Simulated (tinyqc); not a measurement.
Two-sublattice mean-field magnet: ferrimagnet, compensation points and susceptibility: one step, computed by the program tinyqc. Command: `OMP_NUM_THREADS=1 python tinyqc.py 3009565 3009566 out.jsonl ferri walk`. One thread of a shared host (Intel(R) Xeon(R) Processor @ 2.30GHz), about 0.01 s of CPU time with the checks.

A random alloy A(1-x)B(x) with H = -sum over pairs J S_i.S_j. a = <S_A> and b = <S_B> are taken along z, a > 0. Exchange fields: h_A = (1 - x) zJ_AA a + x zJ_AB b, h_B = (1 - x) zJ_AB a + x zJ_BB b; a = S_A B_(S_A)(S_A h_A/(k_B T)) and likewise for b, with the Brillouin function B_S(y) = [(2S + 1)/(2S)] coth[(2S + 1) y/(2S)] - [1/(2S)] coth[y/(2S)].

Question. Net moment and spin. Net moment m = (1 - x) g_A a + x g_B b in mu_B per site; net spin s = (1 - x) a + x b. At T = 0, a = S_A and b = -S_B. Effective g = m/s.

Inputs (values chosen for the exercise, for a model ferrimagnet):
```
quantity               value  unit
spin S_A                 1.5     -
spin S_B                 1.5     -
g factor g_A             2.1     -
g factor g_B               2     -
fraction x of B sites   0.21     -
```

a = 1.101808

b = -0.4173757

Give: net moment m; net spin s; m at T = 0; effective g.

Answer.

net moment m = 1.653 mu_B

net spin s = 0.7828

m at T = 0 = 1.8585 mu_B

effective g = 2.111

A dominates at T, as at T = 0.
